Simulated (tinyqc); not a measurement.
## MOS structure on a p-type body with a doping step (retrograde), non-linear Poisson equation by Newton steps: charge and capacitance against gate voltage

One dimension, insulator interface at x = 0, acceptor density N1 for x < x1 and Na beyond, net doping C = -(acceptor density). psi is counted from the intrinsic level: n = ni exp((psi - Vb)/Vt), p = ni exp(-psi/Vt); deep in the body psi_b = -Vt ln(Na/ni). The gate acts through Cox = eps0 eox/tox and has the potential psi_G = Vg - (phiM - chi - Vt ln(Nc/ni)). Boltzmann statistics, full ionisation, classical densities, no oxide or interface charge.

ni = sqrt(Nc Nv) exp(-Eg/(2 Vt)), Eg in volts. The Poisson equation d/dx(eps0 eps_r dpsi/dx) = -q (p - n + C), with eps0 eps_r dpsi/dx = -Cox (psi_G - psi_0) at x = 0, is solved on a mesh of about 600 nodes or more. N_inv is the integral of n less its value deep in the body. C_LF = Cox (1 - dpsi_0/dVg) with all carriers following; C_HF is the same with the electron quasi-Fermi level shifting uniformly so that N_inv stays fixed. The centroid is that of the same excess.

Values chosen for this exercise; band and dielectric values close to those of silicon:
```
symbol,value,unit,meaning
T,350,K,temperature
Eg,1.12,eV,band gap
eps_r,11.8,,relative permittivity
Nc,3.59e19,cm^-3,conduction-band density of states at T
Nv,3.3e19,cm^-3,valence-band density of states at T
chi,4.08,eV,electron affinity
Na,8.8e15,cm^-3,acceptor density deep in the body
eox,7.7,,relative permittivity of the gate insulator (close to silicon nitride)
tox,3.4,nm,insulator thickness
phiM,4.22,eV,gate work function
Vb,0,V,electron quasi-Fermi potential against the body
x1,210,nm,depth of the doping step
N1,4.4e14,cm^-3,acceptor density above the step
```

Constants: q = 1.602176634e-19 C, kB = 1.380649e-23 J/K, Vt = kB T/q, eps0 = 8.8541878128e-14 F/cm where lengths are in cm. Results are converted to the units shown.

Results:
```
Vg (V)  psi_0 - psi_b (V)  N_inv (cm^-2)  C_LF/Cox  C_HF/Cox  centroid (nm)
-0.28               0.443         4.49e7    0.0161    0.0160           18.7
-0.13               0.591         4.61e9    0.0252    0.0146           14.5
0.17                0.804        1.07e12     0.615    0.0143           5.46
0.32                0.848        2.39e12     0.771    0.0144           3.54
0.47                0.877        3.91e12     0.843    0.0144           2.61
0.62                0.897        5.54e12     0.883    0.0144           2.08
0.78                0.913        7.33e12     0.908    0.0144           1.71
```

Estimate the missing row, Vg = 0.02 V.

Computed row:
```
Vg (V)  psi_0 - psi_b (V)  N_inv (cm^-2)  C_LF/Cox  C_HF/Cox  centroid (nm)
0.02                0.723        2.02e11     0.278    0.0141           9.88
```

With this row back in the table: N_inv goes from 4.49e7 to 7.33e12 cm^-2 and passes 2e11 cm^-2 at Vg = 0.0194 V. Below threshold it takes 74.6 mV a decade between Vg = -0.28 and -0.13 V, against Vt ln 10 = 69.4 mV. C_LF/Cox is lowest, 0.0161, at Vg = -0.28 V among the rows listed and ends at 0.908, while C_HF/Cox ends at 0.0144. Between the last two rows q dN_inv/dVg is 0.897 Cox. Where the classical centroid is under about 2 nm, confinement would move the charge away from the interface and raise the threshold. Above about 2e12 cm^-2 degeneracy matters too.

Program tinyqc, `OMP_NUM_THREADS=1 python tinyqc.py 2080166 2080167 out.jsonl`; Intel Xeon 2.30GHz, shared host, one thread, about 0.4 s.
